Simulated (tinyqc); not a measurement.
Inside a calculation. Model: fully depleted semiconductor-on-insulator film with two gates, non-linear Poisson equation by Newton steps.

tinyqc, about 0.7 s, one thread, Intel Xeon 2.30GHz (shared host): `OMP_NUM_THREADS=1 python tinyqc.py 2190119 2190120 out.jsonl` Printed values are rounded.

One dimension across the film, front interface at x = 0, back interface at x = ts. psi is counted from the intrinsic level, n = ni exp(psi/Vt) (source grounded), holes neglected, acceptors ionised. Gates act through Cox = eps0 eox/tox and Cbox = 3.9 eps0/tb with potentials G1 = Vg - (phiM - chi - Vt ln(Nc/ni)) and G2 = Vb - (phiB - chi - Vt ln(Nc/ni)). Classical Boltzmann densities, no interface charge, no depletion in the back plane.

Parameters, values chosen for the exercise; band and dielectric values close to those of In0.53Ga0.47As: temperature T = 250 K; band gap Eg = 0.743 eV; relative permittivity eps_r = 14.1; conduction-band density of states at T Nc = 1.57e17 cm^-3; valence-band density of states at T Nv = 5.74e18 cm^-3; electron affinity chi = 4.47 eV; relative permittivity of the gate insulator (close to silicon dioxide) eox = 3.9; insulator thickness tox = 0.92 nm; film thickness ts = 12 nm; buried-oxide thickness (eps_r 3.9) tb = 38 nm; acceptor density of the film Na = 9.8e16 cm^-3; work function of the front gate phiM = 4.95 eV; work function of the back plane phiB = 4.97 eV; back-gate voltage Vb = 0 V; front-gate voltage Vg = 0.51 V.

Constants: q = 1.602176634e-19 C, kB = 1.380649e-23 J/K, Vt = kB T/q, eps0 = 8.8541878128e-14 F/cm where lengths are in cm. Results are converted to the units shown.

## Capacitances and gate potentials

ni = sqrt(Nc Nv) exp(-Eg/(2 Vt)), Eg in volts; Cox, Cbox, G1, G2 as defined; Cs = eps0 eps_r/ts; a = eps0 eps_r/h with h = ts/8; coupling ratio of a depleted film Cs Cbox/(Cox (Cs + Cbox)).

ni = 3.078190e10 cm^-3
Cox = 3.753406 uF/cm^2
Cbox = 0.09087193 uF/cm^2
Cs = 1.040367 uF/cm^2
a = 8.322937 uF/cm^2
G1 = 0.3627331 V
G2 = -0.1672669 V
coupling ratio = 0.02226571

## Iteration 1: density, residual and Jacobian diagonal

psi at the start, node 0 to 8 (V): 0.08  0.08  0.08  0.08  0.08  0.08  0.08  0.08  0.08

Nodes 0 to 8, h = ts/8, box widths w = h (h/2 at both ends), a = eps0 eps_r/h. F_i = a (psi_(i+1) - 2 psi_i + psi_(i-1)) - q w_i (n_i + Na); F_0 = a (psi_1 - psi_0) + Cox (G1 - psi_0) - q w_0 (n_0 + Na); F_8 = a (psi_7 - psi_8) + Cbox (G2 - psi_8) - q w_8 (n_8 + Na). Diagonal b_i = -2 a - q w_i n_i/Vt, with -a - Cox and -a - Cbox in place of -2 a at the ends.

```
node    n (cm^-3)  residual F (C/cm^2)  diagonal b (F/cm^2)
0     1.261898e12          1.060034e-6         -1.207634e-5
1     1.261898e12         -2.355230e-9         -1.664587e-5
2     1.261898e12         -2.355230e-9         -1.664587e-5
3     1.261898e12         -2.355230e-9         -1.664587e-5
4     1.261898e12         -2.355230e-9         -1.664587e-5
5     1.261898e12         -2.355230e-9         -1.664587e-5
6     1.261898e12         -2.355230e-9         -1.664587e-5
7     1.261898e12         -2.355230e-9         -1.664587e-5
8     1.261898e12         -2.364723e-8         -8.413809e-6
```

## Iteration 1: Newton step

Solve a d_(i-1) + b_i d_i + a d_(i+1) = -F_i for all nodes. Half of the step is added while the largest |d| exceeds 1.5 Vt, the full step after that.

```
node  Newton step d, before damping (V)  psi after iteration 1 (V)
0                             0.2664753                  0.2132376
1                             0.2592850                  0.2096425
2                             0.2523777                  0.2061888
3                             0.2457534                  0.2028767
4                             0.2394122                  0.1997061
5                             0.2333540                  0.1966770
6                             0.2275788                  0.1937894
7                             0.2220866                  0.1910433
8                             0.2168775                  0.1884387
```

## Iteration 2: density, residual and Jacobian diagonal

As before.

```
node    n (cm^-3)  residual F (C/cm^2)  diagonal b (F/cm^2)
0     6.123179e14          5.300100e-7         -1.207668e-5
1     5.182054e14         -1.189856e-9         -1.664645e-5
2     4.414481e14         -1.188016e-9         -1.664637e-5
3     3.785385e14         -1.186509e-9         -1.664630e-5
4     3.267332e14         -1.185268e-9         -1.664624e-5
5     2.838763e14         -1.184243e-9         -1.664619e-5
6     2.482663e14         -1.183391e-9         -1.664615e-5
7     2.185542e14         -1.182681e-9         -1.664612e-5
8     1.936659e14         -1.182585e-8         -8.413916e-6
```

## Iteration 2: Newton step

As before.

```
node  Newton step d, before damping (V)  psi after iteration 2 (V)
0                             0.1331241                  0.2797997
1                             0.1294841                  0.2743845
2                             0.1259960                  0.2691869
3                             0.1226582                  0.2642058
4                             0.1194691                  0.2594406
5                             0.1164276                  0.2548908
6                             0.1135329                  0.2505559
7                             0.1107841                  0.2464354
8                             0.1081807                  0.2425291
```

## Iteration 3: density, residual and Jacobian diagonal

As before.

```
node    n (cm^-3)  residual F (C/cm^2)  diagonal b (F/cm^2)
0     1.345269e16          2.648734e-7         -1.208385e-5
1     1.046271e16        -7.964945e-10         -1.665754e-5
2     8.219848e15        -7.499198e-10         -1.665504e-5
3     6.523039e15        -7.150252e-10         -1.665315e-5
4     5.228638e15        -6.886675e-10         -1.665171e-5
5     4.233193e15        -6.685989e-10         -1.665060e-5
6     3.461618e15        -6.531992e-10         -1.664973e-5
7     2.859000e15        -6.412923e-10         -1.664906e-5
8     2.384881e15         -5.933414e-9         -8.415139e-6
```

## Iteration 3: Newton step

As before.

```
node  Newton step d, before damping (V)  psi after iteration 3 (V)
0                            0.06554757                  0.3125735
1                            0.06334222                  0.3060557
2                            0.06132140                  0.2998476
3                            0.05945825                  0.2939349
4                            0.05773298                  0.2883071
5                            0.05613092                  0.2829563
6                            0.05464104                  0.2778764
7                            0.05325500                  0.2730629
8                            0.05196641                  0.2685123
```

## Course of the Newton iteration

Stop when the largest undamped |d| is below 1e-9 V, or after 80 iterations.

Course of the iteration:
```
iteration  largest |F| (C/cm^2)  largest |d| (V)
1                       1.06e-6            0.266
2                       5.30e-7            0.133
3                       2.65e-7           0.0655
4                       1.32e-7           0.0311
5                       1.70e-9          2.27e-3
6                      1.28e-11          2.85e-5
7                      1.38e-15          3.70e-9
8                       < 1e-18          < 1e-13
```

Converged in 8 iterations.

## Electron sheet density, centroid and oxide fields

converged psi, node 0 to 8 (V): 0.3424494  0.3337993  0.3259086  0.3186310  0.3118721  0.3055683  0.2996759  0.2941642  0.2890112

n_i = ni exp(psi_i/Vt); N_inv = sum w_i n_i with w = ts/8, halved at the ends; centroid sum w n x/N_inv; fields (G1 - psi_0)/tox and (G2 - psi_8)/tb.

n, node 0 to 8 (cm^-3): 2.464736e17  1.649655e17  1.143728e17  8.158581e16  5.961564e16  4.449186e16  3.384507e16  2.620504e16  2.063024e16
N_inv = 9.879504e10 cm^-2
centroid = 3.571979 nm
field in the front oxide = 0.2204756 MV/cm
field in the buried oxide = -0.1200732 MV/cm

The centroid lies at 0.30 of the film, near the front interface. A 400-interval mesh gives N_inv = 9.764e10 cm^-2; this mesh is 1.2 % above it.
